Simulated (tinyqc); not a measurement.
Ellipsoidal valleys in the axes of a wafer and a channel, step by step. Values are carried at full precision from step to step, so a last printed digit may differ when a step is redone from the rounded ones.

Valleys with axes a along [111], [1-1-1], [-11-1] and [-1-11], one whole valley each; inverse mass tensor w = 1/mt + (1/ml - 1/mt) a a. Device axes: z = nz/|nz|, x = nx/|nx|, y = z cross x; in them a = (ax, ay, az). Confinement mass mz = 1/w_zz. In the plane w_ij is replaced by u_ij = w_ij - w_iz w_jz/w_zz (i, j = x, y); density-of-states mass md = 1/sqrt(det u); conductivity mass along x mc = 1/u_xx; ballistic transport mass mx = u_yy/det u, width mass my = 1/u_yy.

Constants: hbar^2/2m0 = 3.80998211 eV angstrom^2; kB = 8.617333262e-05 eV/K.

Parameters, chosen for this exercise (near those of the L valleys of GaAs; the results hold for these values, not for the real material): ml = 1.941 m0 (longitudinal mass); mt = 0.076 m0 (transverse mass); nz = (1, 1, 0) (surface normal (confinement)); nx = (1, -1, 0) (channel direction); t = 3.4 nm (thickness of the film); T = 400 K (temperature).

## Device axes and valley axes

Give the rows x, y, z in cubic components and each valley axis in device components.

device axes, rows x, y, z; columns [100], [010], [001]:
```
[[0.7071, -0.7071, 0.0000],
 [0.0000, 0.0000, -1.0000],
 [0.7071, 0.7071, 0.0000]]
```

valley axes, rows [111], [1-1-1], [-11-1], [-1-11]; columns ax, ay, az:
```
[[0.0000, -0.5774, 0.8165],
 [0.8165, 0.5774, 0.0000],
 [-0.8165, 0.5774, 0.0000],
 [0.0000, -0.5774, -0.8165]]
```

## Tensors of the valley [1-1-1]

Form w and the reduced tensor u.

w (1/m0), rows x, y, z and columns alike:
```
[[4.7294, -5.9598, 0.0000],
 [-5.9598, 8.9437, 0.0000],
 [0.0000, 0.0000, 13.1579]]
```

u (1/m0), rows x, y and columns alike:
```
[[4.7294, -5.9598],
 [-5.9598, 8.9437]]
```

w_xz = w_yz = 0: the normal is a principal axis and u is the upper block of w.

## Masses of all valleys

Give mz, md, mc, mx and my.

Masses (m0):
```
valley       mz      md      mc      mx      my
[111]    0.2114  0.2303  0.0760  0.0760  0.6977
[1-1-1]  0.0760  0.3841  0.2114  1.3193  0.1118
[-11-1]  0.0760  0.3841  0.2114  1.3193  0.1118
[-1-11]  0.2114  0.2303  0.0760  0.0760  0.6977
```

mz md^2 = ml mt^2 = 0.01121 for every valley, so a heavy confinement mass comes with a small density of states. The heaviest mz is 0.211, for [111] and [-1-11].

## Subbands and shares in a film

Hard walls: E_n = c (n pi/t)^2/mz, c = hbar^2/2m0, n = 1, 2, 3. Non-degenerate share of a valley proportional to md sum_n exp(-E_n/kT); mean 1/mc = sum of share/mc. 1 nm = 10 angstrom.

Give the ladders, the shares and the mean conductivity mass.

Subbands:
```
valley   E1 (meV)  E2 (meV)  E3 (meV)  share
[111]       153.8     615.4    1384.6  0.500
[1-1-1]     428.0    1712.0    3852.1  0.000
[-11-1]     428.0    1712.0    3852.1  0.000
[-1-11]     153.8     615.4    1384.6  0.500
```

mean mc = 0.0760 m0

The lowest ladder ([111] and [-1-11]) holds 100 % of the electrons in these valleys, the next starts 274 meV higher. Energies of several hundred meV lie beyond the parabolic range, and real barriers are finite, so these are upper bounds.

## Checks

- mz md^2 against ml mt^2: they agree to 1e-10 or better.
- mx my against md^2: they agree to 1e-10 or better.

tinyqc: `OMP_NUM_THREADS=1 python tinyqc.py 1851140 1851141 out.jsonl`; about 0.02 s, one thread, shared Intel(R) Xeon(R) Processor @ 2.30GHz.
